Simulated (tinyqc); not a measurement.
Trap density and cross-section from the conductance peak.

Problem. For a continuum of interface traps on an n-type substrate Gp/w peaks at 2 pi f tau = 1.9803 with the height 0.40237 q Dit, and tau = 1/(sn vth Nd exp(psi/Vt)) with psi = ps. Find Dit, tau and sn.

Values chosen for this exercise: temperature T = 200 K; donor density Nd = 4.9e15 cm^-3; band bending psi ps = -0.057 V; thermal velocity vth = 3.6e7 cm/s.

Constants: q = 1.602176634e-19 C, kB = 1.380649e-23 J/K, Vt = kB T/q. Results are converted to the units shown.

peak Gp/w = 7.0913459 nF/cm^2
frequency of the peak = 2.0356960e5 Hz

Solution. The height gives Dit, the position tau, and tau with the surface density gives sn.

Dit = 1.100e11 cm^-2 eV^-1
tau = 1.548e-6 s
sn = 1.000e-16 cm^2

tinyqc, about 0.01 s, one thread, Intel Xeon 2.30GHz (shared host): `OMP_NUM_THREADS=1 python tinyqc.py 2030056 2030057 out.jsonl`
